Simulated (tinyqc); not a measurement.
Speed against selectivity over temperature: anisotropic wet etching of Si(100): plane rates, V-grooves, membranes and undercut. Computed by tinyqc, a small Python program. Command: `OMP_NUM_THREADS=1 python tinyqc.py 3004843 3004844 out.jsonl wetetch walk`. One thread of a shared host (Intel(R) Xeon(R) Processor @ 2.30GHz), about 0.01 s of CPU time with the checks.

A long slot opens the mask on a (100) wafer. The floor etches at R100; (111) walls stand at theta = arctan(sqrt2) = 54.7356 degrees to the surface and recede at R111 along their normal.

Inputs (values chosen for the exercise, close to those used for potassium hydroxide solutions):

| quantity | value | unit |
|---|---|---|
| prefactor k0 of the (100) rate | 4.1e+08 | um/min |
| activation energy of (100), E | 0.591 | eV |
| ratio (100)/(111) at 80 C | 84 | - |
| extra energy of (111), dE | 0.07 | eV |
| ratio (100)/oxide at 80 C | 240 | - |
| extra energy of the oxide, dE_ox | 0.25 | eV |
| misalignment of the mask | 0.2 | degrees |
| wafer thickness d | 675 | um |
| membrane thickness wanted | 16 | um |

Constants: k_B = 8.617333262e-05 eV/K.

Method:
- R100 = k0 exp(-E/(k_B T)); a ratio given at 80 C scales as exp[(extra energy/k_B)(1/T - 1/353.15 K)]; R111 and R_ox follow by division.
- Temperatures in kelvin are T(C) + 273.15.
- Each row etches to the depth d - membrane; undercut per side = (R111/sin(theta) + R100 sin(misalignment)) x time.

Etching to a fixed depth:

| T (C) | R100 (um/min) | R100/R111 | time (h) | undercut (um) | oxide consumed (nm) |
|---|---|---|---|---|---|
| 30 | 0.0613 | 122.76 | 179.12 | 8.875 | 708.3 |
| 40 | 0.1263 | 112.69 | 86.98 | 9.463 | 961.5 |
| 50 | 0.2487 | 104.00 | 44.16 | 10.061 | 1280.7 |
| 60 | 0.4703 | 96.44 | 23.36 | 10.669 | 1676.8 |
| 70 | 0.8568 | 89.82 | 12.82 | 11.286 | 2161.2 |
| 80 | 1.5089 | 84.00 | 7.28 | 11.909 | 2745.8 |
| 90 | 2.5758 | 78.84 | 4.26 | 12.537 | 3442.9 |
| 100 | 4.2728 | 74.26 | 2.57 | 13.169 | 4264.8 |

What does the comparison show, and why?

From 30 to 100 C the time falls by a factor 69.7, while the oxide loss grows by 6.02 and the undercut by 1.48: the slower planes and the mask have the higher activation energies, so heat costs selectivity. Misalignment gives 2.30 um of the undercut at any T.
